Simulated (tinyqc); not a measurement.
# Changing the exponent s

Model: Hall factor, magnetoresistance and optical conductivity for a power-law relaxation time. Computed by tinyqc, a small Python program. Command: `OMP_NUM_THREADS=1 python tinyqc.py 3015103 3015104 out.jsonl magneto sweep`. One thread of a shared host (Intel(R) Xeon(R) Processor @ 2.30GHz), about 0.01 s of CPU time with the checks.

One spherical parabolic band, tau(E) = tau_0 x^s with x = E/(k_B T). Landau quantisation is left out.

Inputs (values chosen for the exercise, with a mass close to that of holes in silicon):
```
quantity,value,unit
effective mass m,0.38,m_0
tau_0,270,fs
reduced Fermi level eta,0.46,-
temperature T,350,K
```

Constants: m_0 = 9.1093837015e-31 kg; k_B = 1.380649e-23 J/K; hbar = 1.054571817e-34 J s; e = 1.602176634e-19 C.

Method:
- <y> = int y x^(3/2) f (1 - f) dx / int x^(3/2) f (1 - f) dx, f = 1/(1 + exp(x - eta)).
- Integrals over x = E/(k_B T) use 160 Gauss-Legendre points in u = sqrt(x) from 0 to sqrt(max(eta, 0) + 45).
- n = (2 m k_B T)^(3/2)/(3 pi^2 hbar^3) int x^(3/2) f (1 - f) dx; moments in units of tau_0.
- mu = e <tau>/m; weak field r_H = <tau^2>/<tau>^2 and MR = c (mu B)^2, c = <tau^3>/<tau>^3 - r_H^2; strong field r_H = 1 and MR = <tau> <1/tau> - 1.

One run for each value:
```
exponent s,weak-field Hall factor,saturation MR (%),coefficient c
-0.50,1.122,9.292e+00,0.233
-0.35,1.053,4.428e+00,0.073
-0.20,1.016,1.421e+00,0.018
0.25,1.020,2.230e+00,0.019
0.50,1.077,9.292e+00,0.077
1.00,1.296,4.426e+01,0.389
1.50,1.689,1.406e+02,1.402
2.00,2.345,4.956e+02,4.731
```

Over the rows, weak-field Hall factor goes from 1.12 through a minimum among these rows, 1.02 at -0.200, to 2.35; saturation MR (%) goes from 9.29 through a minimum among these rows, 1.42 at -0.200, to 496; coefficient c goes from 0.233 through a minimum among these rows, 0.0178 at -0.200, to 4.73. All three vanish or equal 1 at s = 0 and grow with |s| on either side, since only the spread of tau counts.

Extremes, crossings and ranges named in words are read from the listed rows.
